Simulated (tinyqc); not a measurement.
Haynes-Shockley experiment: drift, diffusion and decay of a minority-carrier pulse: one step, computed by the program tinyqc.

A thin sheet of excess carriers is made at x = 0, t = 0 in a long uniform bar; injection is low, so the pulse moves with the minority mobility.

Task: Transport coefficients. D = mu k_B T/e, v = mu F. Transit time d/v, diffusion length sqrt(D tau), drift length v tau, Peclet number v d/D = e F d/(k_B T).

Inputs (values chosen for the exercise, modelled on electrons in p-type germanium in a lightly doped bar):
```
quantity                     value         unit
minority mobility mu          3920   cm^2/(V s)
lifetime tau                   340  microsecond
temperature T                  250            K
field F                        7.4         V/cm
distance d to the collector   0.42           cm
```

Constants: k_B = 8.617333262e-05 eV/K.

Give: D; drift velocity v; transit time d/v; diffusion length; drift length v tau; Peclet number.

Result:

D = 84.450 cm^2/s

drift velocity v = 29008 cm/s

transit time d/v = 14.479 microsecond

diffusion length = 1694.5 micrometre

drift length v tau = 9.86272 cm

Peclet number = 144.27

The pulse must travel 0.0426 drift lengths.
